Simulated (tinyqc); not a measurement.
Hueckel theory of the pi electrons with the omega technique, for the molecule Fc1cccc2ccccc12 (SMILES; centres numbered as the heavy atoms are written), step by step. One step of it, computed by the program tinyqc.

Task: Omega technique, round 1. h_r = h_r(0) + omega q_r, omega = 1, with q_r = z_r - P_rr; 0.7 of the old diagonal is kept.

Hueckel matrix in units of beta (H = alpha + beta A):
```
           1F        2C        3C        4C        5C        6C        7C        8C
1F   2.830000  0.780000  0.000000  0.000000  0.000000  0.000000  0.000000  0.000000
2C   0.780000  0.000000  1.000000  0.000000  0.000000  0.000000  0.000000  0.000000
3C   0.000000  1.000000  0.000000  1.000000  0.000000  0.000000  0.000000  0.000000
4C   0.000000  0.000000  1.000000  0.000000  1.000000  0.000000  0.000000  0.000000
5C   0.000000  0.000000  0.000000  1.000000  0.000000  1.000000  0.000000  0.000000
6C   0.000000  0.000000  0.000000  0.000000  1.000000  0.000000  1.000000  0.000000
7C   0.000000  0.000000  0.000000  0.000000  0.000000  1.000000  0.000000  1.000000
8C   0.000000  0.000000  0.000000  0.000000  0.000000  0.000000  1.000000  0.000000
9C   0.000000  0.000000  0.000000  0.000000  0.000000  0.000000  0.000000  1.000000
10C  0.000000  0.000000  0.000000  0.000000  0.000000  0.000000  0.000000  0.000000
11C  0.000000  1.000000  0.000000  0.000000  0.000000  1.000000  0.000000  0.000000

           9C       10C       11C
1F   0.000000  0.000000  0.000000
2C   0.000000  0.000000  1.000000
3C   0.000000  0.000000  0.000000
4C   0.000000  0.000000  0.000000
5C   0.000000  0.000000  0.000000
6C   0.000000  0.000000  1.000000
7C   0.000000  0.000000  0.000000
8C   1.000000  0.000000  0.000000
9C   0.000000  1.000000  0.000000
10C  1.000000  0.000000  1.000000
11C  0.000000  1.000000  0.000000
```

charge and bond-order matrix P:
```
            1F         2C         3C         4C         5C         6C         7C         8C
1F    1.961153   0.199801  -0.131329  -0.018541   0.087394  -0.010990  -0.024440   0.007551
2C    0.199801   0.952279   0.708874   0.010943  -0.354943   0.005000   0.084264  -0.005943
3C   -0.131329   0.708874   1.040717   0.606714  -0.032982  -0.239253   0.011773   0.154034
4C   -0.018541   0.010943   0.606714   0.996792   0.722404  -0.001268  -0.169484   0.001940
5C    0.087394  -0.354943  -0.032982   0.722404   1.028506   0.553852  -0.011101  -0.168552
6C   -0.010990   0.005000  -0.239253  -0.001268   0.553852   0.999432   0.554784   0.000700
7C   -0.024440   0.084264   0.011773  -0.169484  -0.011101   0.554784   1.004885   0.724267
8C    0.007551  -0.005943   0.154034   0.001940  -0.168552   0.000700   0.724267   0.998760
9C    0.041174  -0.166539  -0.015776   0.154965   0.013741  -0.241266  -0.005425   0.603769
10C  -0.020930   0.013141  -0.165607  -0.003975   0.082251  -0.001526  -0.361765   0.002449
11C  -0.090156   0.542335   0.024942  -0.238321  -0.019241   0.519481   0.006348  -0.242198

            9C        10C        11C
1F    0.041174  -0.020930  -0.090156
2C   -0.166539   0.013141   0.542335
3C   -0.015776  -0.165607   0.024942
4C    0.154965  -0.003975  -0.238321
5C    0.013741   0.082251  -0.019241
6C   -0.241266  -0.001526   0.519481
7C   -0.005425  -0.361765   0.006348
8C    0.603769   0.002449  -0.242198
9C    1.006634   0.723336  -0.009142
10C   0.723336   0.995043   0.557729
11C  -0.009142   0.557729   1.015800
```

Centres:

| centre | z_r, pi electrons of the neutral centre | h |
|---|---|---|
| 1F | 2 | 2.830000 |
| 2C | 1 | 0.000000 |
| 3C | 1 | 0.000000 |
| 4C | 1 | 0.000000 |
| 5C | 1 | 0.000000 |
| 6C | 1 | 0.000000 |
| 7C | 1 | 0.000000 |
| 8C | 1 | 0.000000 |
| 9C | 1 | 0.000000 |
| 10C | 1 | 0.000000 |
| 11C | 1 | 0.000000 |

Give: matrix after round 1.

Result:

matrix after round 1:
```
         1F      2C       3C      4C       5C      6C       7C      8C
1F   2.8417  0.7800   0.0000  0.0000   0.0000  0.0000   0.0000  0.0000
2C   0.7800  0.0143   1.0000  0.0000   0.0000  0.0000   0.0000  0.0000
3C   0.0000  1.0000  -0.0122  1.0000   0.0000  0.0000   0.0000  0.0000
4C   0.0000  0.0000   1.0000  0.0010   1.0000  0.0000   0.0000  0.0000
5C   0.0000  0.0000   0.0000  1.0000  -0.0086  1.0000   0.0000  0.0000
6C   0.0000  0.0000   0.0000  0.0000   1.0000  0.0002   1.0000  0.0000
7C   0.0000  0.0000   0.0000  0.0000   0.0000  1.0000  -0.0015  1.0000
8C   0.0000  0.0000   0.0000  0.0000   0.0000  0.0000   1.0000  0.0004
9C   0.0000  0.0000   0.0000  0.0000   0.0000  0.0000   0.0000  1.0000
10C  0.0000  0.0000   0.0000  0.0000   0.0000  0.0000   0.0000  0.0000
11C  0.0000  1.0000   0.0000  0.0000   0.0000  1.0000   0.0000  0.0000

          9C     10C      11C
1F    0.0000  0.0000   0.0000
2C    0.0000  0.0000   1.0000
3C    0.0000  0.0000   0.0000
4C    0.0000  0.0000   0.0000
5C    0.0000  0.0000   0.0000
6C    0.0000  0.0000   1.0000
7C    0.0000  0.0000   0.0000
8C    1.0000  0.0000   0.0000
9C   -0.0020  1.0000   0.0000
10C   1.0000  0.0015   1.0000
11C   0.0000  1.0000  -0.0047
```
